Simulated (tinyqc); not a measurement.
Comparisons within one model: thin-film optics by transfer matrices. A value that a table varies takes the place of the one given here.

Indices N = n + i k. Snell: N0 sin(theta) = N_j sin(theta_j), with Im(N_j cos theta_j) >= 0. Admittance y_j = N_j cos theta_j for s and N_j/cos theta_j for p. Phase delta_j = 2 pi N_j cos theta_j d_j/lambda. Layer matrix [[cos delta, -i sin delta/y], [-i y sin delta, cos delta]], multiplied from the top down to M. (B, C) = M (1, y_sub); r = (y0 B - C)/(y0 B + C), R = |r|^2, T = 4 Re y0 Re y_sub/|y0 B + C|^2, absorbed in the films 1 - R - T.

Ellipsometry: rho = tan(Psi) exp(i Delta) = -conj(r_p/r_s) with the r of the admittance formula, Delta in 0 to 360 degrees, so that a bare dielectric at small angles gives Delta = 180.

Inputs chosen for the exercise (indices near those of SiO2 on Cu; the results hold for these values, not for the real material): lam = 248 nm (vacuum wavelength); n0 = 1 (ambient index); n = (1.534, 1.497) (n of SiO2, substrate); k = (0, 1.806) (k in the same order); d = (17.8) nm (thicknesses, top first); theta = 75 degrees (angle of incidence); pol = p (polarisation).

## Swing curve: thickness of the top film

The first entry of d takes the values listed.

Stack:

| d_1 (nm) | R | T | absorbed |
|---|---|---|---|
| 17.8 | 0.4060 | 0.5940 | 0.0000 |
| 35.1 | 0.4291 | 0.5709 | 0.0000 |
| 52.5 | 0.3159 | 0.6841 | 0.0000 |
| 69.8 | 0.0954 | 0.9046 | 0.0000 |
| 87.2 | 0.0361 | 0.9639 | 0.0000 |
| 104.5 | 0.2459 | 0.7541 | 0.0000 |
| 121.9 | 0.4062 | 0.5938 | 0.0000 |
| 139.2 | 0.4290 | 0.5710 | 0.0000 |
| 156.5 | 0.3165 | 0.6835 | 0.0000 |
| 173.9 | 0.0948 | 0.9052 | 0.0000 |
| 191.2 | 0.0357 | 0.9643 | 0.0000 |
| 208.6 | 0.2465 | 0.7535 | 0.0000 |
| 225.9 | 0.4059 | 0.5941 | 0.0000 |

What does this show, and why?

R swings between 0.0357 and 0.4291 on these points. The period is lambda/(2 Re(N_1 cos theta_1)) = 104.1 nm, six rows. The film does not absorb, so the swing repeats exactly. The swing ratio (max - min)/mean is 1.48.

## Angle of incidence

Both polarisations.

Stack:

| theta (degrees) | R_s | R_p | Psi | Delta |
|---|---|---|---|---|
| 0 | 0.1677 | 0.1677 | 45.00 | 180.00 |
| 15 | 0.1755 | 0.1659 | 44.19 | 175.30 |
| 30 | 0.2020 | 0.1628 | 41.91 | 160.45 |
| 45 | 0.2587 | 0.1690 | 38.94 | 133.68 |
| 55 | 0.3252 | 0.1926 | 37.58 | 108.74 |
| 60 | 0.3715 | 0.2173 | 37.41 | 94.45 |
| 65 | 0.4295 | 0.2563 | 37.69 | 79.30 |
| 70 | 0.5016 | 0.3161 | 38.44 | 63.61 |
| 75 | 0.5912 | 0.4060 | 39.65 | 47.69 |
| 80 | 0.7016 | 0.5384 | 41.22 | 31.74 |
| 85 | 0.8366 | 0.7298 | 43.04 | 15.84 |

How do the results move?

R_s and R_p agree at normal incidence (0.1677). R_p is lowest at 30 degrees of those listed (0.1628), where R_s = 0.2020: the two are within a factor 2 of each other, so the minimum selects polarisation poorly. R_s rises steadily with the angle.

## Sensitivity of the reflectance

R for both polarisations. Each row changes one parameter from the base and keeps the others.

Results:

| case | R_s | R_p | T_s |
|---|---|---|---|
| base | 0.5912 | 0.4060 | 0.4088 |
| d = (22.8) nm | 0.4674 | 0.4264 | 0.5326 |
| n = (1.565, 1.497) | 0.5724 | 0.4066 | 0.4276 |
| k = (0, 1.997) | 0.6318 | 0.4376 | 0.3682 |
| lam = 253 nm | 0.5982 | 0.4041 | 0.4018 |
| theta = 80 degrees | 0.7016 | 0.5384 | 0.2984 |

What does this show?

The largest shifts from the base row, up to three for each result and ties (the steps differ in size, so this ranks the rows, not the parameters). R_s: d -0.1237, theta +0.1104, k +0.0406. R_p: theta +0.1324, k +0.0317, d +0.0204. T_s: d +0.1237, theta -0.1104, k -0.0406.

Computed by tinyqc, a small Python program: `OMP_NUM_THREADS=1 python tinyqc.py 1680508 1680509 out.jsonl` (the numbers bound the seed that draws the inputs); one thread of a shared host (Intel(R) Xeon(R) Processor @ 2.30GHz), about 0.02 s for the whole set of steps.
